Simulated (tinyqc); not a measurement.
## Voltage drop against the resistance of a horizontal segment

A grid of 13 by 13 nodes with segments Rx (rows) and Ry (columns); every node draws I1 and the central node kh I1; pads with resistance Rp sit at the nodes whose row and column are multiples of the pitch, counting from 0. The drops u = Vdd - V follow from G u = i, with G the conductance matrix and i the load currents, solved directly. Here the pitch is 6.

Values chosen for this exercise: supply voltage Vdd = 0.75 V; resistance of a vertical segment Ry = 1.3 ohm; resistance from a pad node to the supply Rp = 0.33 ohm; factor on the load at the hot node kh = 3; load current of a node in the large grid I1 = 0.55 mA.

Voltage drop against the resistance of a horizontal segment:
columns A: Rx (ohm); B: pads; C: worst drop (mV); D: mean drop (mV); E: largest drop at a pad (mV); F: largest pad current (mA); G: worst drop over Vdd (%)
```
A      B      C      D      E      F       G
0.024  9  7.078  5.732  4.539  13.75  0.9437
0.048  9  7.246  5.898  4.658  14.11  0.9662
0.095  9  7.545  6.191  4.798  14.54   1.006
0.19   9  8.081  6.701  4.942  14.97   1.077
0.38   9  8.995  7.547  5.073  15.37   1.199
0.76   9  10.51  8.898  5.209  15.79   1.401
1.5    9  13.04  10.95  5.382  16.31   1.738
```

Read the table: what changes, and by how much?

The worst drop rises from 7.08 to 13.0 mV and the mean drop rises from 5.73 to 11.0 mV. The worst drop goes as Rx^(0.03) between the first two rows and Rx^(0.32) between the last two. The central node is itself a pad.

Program tinyqc, `OMP_NUM_THREADS=1 python tinyqc.py 2770129 2770130 out.jsonl`; Intel Xeon 2.30GHz, shared host, one thread, about 0.08 s.
